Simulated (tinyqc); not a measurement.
Which input was changed? Model: mobility of a non-polar semiconductor in the relaxation-time approximation. Computed by tinyqc, a small Python program. Command: `OMP_NUM_THREADS=1 python tinyqc.py 3002228 3002229 out.jsonl rta which`. One thread of a shared host (Intel(R) Xeon(R) Processor @ 2.30GHz), about 0.1 s of CPU time with the checks.

Each valley is treated as a sphere of mass m_d for states and rates, with one isotropic relaxation time; the conductivity mass m_c sets the current.

Inputs (values chosen for the exercise, modelled on electrons in silicon):
```
quantity                                            value       unit
longitudinal mass m_l                               0.928        m_0
transverse mass m_t                                 0.189        m_0
equivalent valleys Z                                    6          -
non-parabolicity alpha                               0.52       1/eV
static permittivity eps_s                            11.7          -
density rho                                          2329     kg/m^3
sound velocity v_l                                   8880        m/s
acoustic deformation potential D_A                      9         eV
phonon energy hbar w                                   62        meV
optical or intervalley deformation potential D_o        5  1e8 eV/cm
final valleys Z_f                                       5          -
carrier density n                                 2.2e+14     1/cm^3
compensation ratio C                                 0.51          -
temperature T                                         100          K
```

Band: Kane. Impurity formula: Brooks-Herring. Further scattering: none.

Constants: k_B = 8.617333262e-05 eV/K; m_0 = 9.1093837015e-31 kg; e = 1.602176634e-19 C; hbar = 1.054571817e-34 J s; eps_0 = 8.8541878128e-12 F/m; k_B = 1.380649e-23 J/K; hbar = 6.582119569e-16 eV s.

Method:
- m_d = (m_l m_t^2)^(1/3); 1/m_c = (1/m_l + 2/m_t)/3; Hall mass factor A = 3 K_m (K_m + 2)/(2 K_m + 1)^2, K_m = m_l/m_t; N_I = n (1 + C)/(1 - C).
- Kane band: hbar^2 k^2/(2 m) = E (1 + alpha E), speed v = hbar k/(m (1 + 2 alpha E)), states per spin, volume and energy g(E) = m k (1 + 2 alpha E)/(2 pi^2 hbar^2); overlap factors are set to 1. Here m = m_d. Masses are multiplied by m_0 and all formulas are in SI units.
- The reduced Fermi level eta = E_F/(k_B T) solves n = 2 Z int g f dE with f = 1/(1 + exp(x - eta)) (Z = 1 unless valleys are given); screening length L_s = sqrt(eps_s eps_0 k_B T/(e^2 dn/deta)), dn/deta = 2 Z int g f (1 - f) dE.
- Integrals over x = E/(k_B T) use 160 Gauss-Legendre points in u = sqrt(x) from 0 to sqrt(max(eta, 0) + 32).
- Phonon occupation N_q = 1/(exp(hbar w/(k_B T)) - 1).
- Acoustic deformation potential (elastic, equipartition, absorption and emission together): 1/tau = 2 pi k_B T D_A^2 g(E)/(hbar rho v_l^2).
- Optical or intervalley deformation potential: 1/tau = (pi Z_f D_o^2/(rho w)) [N_q g(E + hbar w) + (N_q + 1) g(E - hbar w)], with g = 0 below the band edge.
- Each optical term is multiplied by (1 - f(E'))/(1 - f(E)), E' the final energy, for Pauli blocking.
- Singly charged impurities, momentum relaxation: 1/tau = N_I e^4 m (1 + 2 alpha E) Phi/(8 pi (eps_s eps_0)^2 hbar^3 k^3), with alpha = 0 for a parabolic band.
- Brooks-Herring: Phi = ln(1 + b) - b/(1 + b), b = 4 k^2 L_s^2.
- mu = (m_d/m_c) (2 Z e/(3 n k_B T)) int g v^2 tau f (1 - f) dE.
- Averages over x are split at the emission threshold x_0 = hbar w/(k_B T): 64 Gauss-Legendre points in sqrt(x) below it and 128 in sqrt(x - x_0) above it, up to x = max(eta, 0) + 32.
- Rates are added at each energy before the average. With <y> = int g v^2 y f (1 - f) dE: Hall factor r_H = A (3 n k_B T/(2 Z m_d)) <tau^2/(1 + 2 alpha E)>/<tau>^2 (alpha = 0 for a parabolic band); Hall mobility r_H mu; |S| = (k_B/e) (<x tau>/<tau> - eta); resistivity 1/(n e mu).

Problem. One of these inputs alone was changed, within the range given: transverse mass m_t (0.0945 to 0.378); phonon energy hbar w (31 to 124); compensation ratio C (0.255 to 0.92); non-parabolicity alpha (0.26 to 1.04). Which one, and to what value?

Results:
```
run     resistivity (ohm cm)  ionised impurity mobility (cm^2/(V s))  Hall factor r_H
before              2.593290                                154668.6        0.9043751
after               3.805516                                133911.4        0.9316451
```

Solution.

Each candidate set to reproduce resistivity, and what it then gives:
```
candidate                       range searched  value needed  ionised impurity mobility (cm^2/(V s))  Hall factor r_H
transverse mass m_t (m_0)      0.0945 to 0.378        0.2370                              1.3391e+05           0.9316
phonon energy hbar w (meV)           31 to 124         32.34                              1.5467e+05           1.0040
compensation ratio C             0.255 to 0.92        0.8650                              3.4506e+04           0.9166
non-parabolicity alpha (1/eV)     0.26 to 1.04  out of reach                                       -                -
```

Only transverse mass m_t fits every result: it went from 0.189 to 0.237 m_0. The next best candidate, phonon energy hbar w, misses one result by 16 %.

Caution: n is taken as given; at low temperature (in diamond even at 300 K) real dopants can freeze out, which changes n and N_I.
